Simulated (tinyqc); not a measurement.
## Index ratio and exit index from two stacks

Question. A quarter-wave stack has T0 = 4 y/(1 + y)^2 with y = (ns/n0)(nL/nH)^(2 N), and y < 1 here. Find nH/nL and ns/n0.

T0 for N = 28 and 30 pairs (%): 0.01763508133  0.009432049374

Solution. sqrt(1 - T0) = |1 - y|/(1 + y) gives y for each stack; two more pairs multiply y by (nL/nH)^4.

nH/nL = 1.169
ns/n0 = 0.2815

Numbers from tinyqc (`OMP_NUM_THREADS=1 python tinyqc.py 2650014 2650015 out.jsonl`; about 0.01 s on one thread of a shared Intel Xeon 2.30GHz).
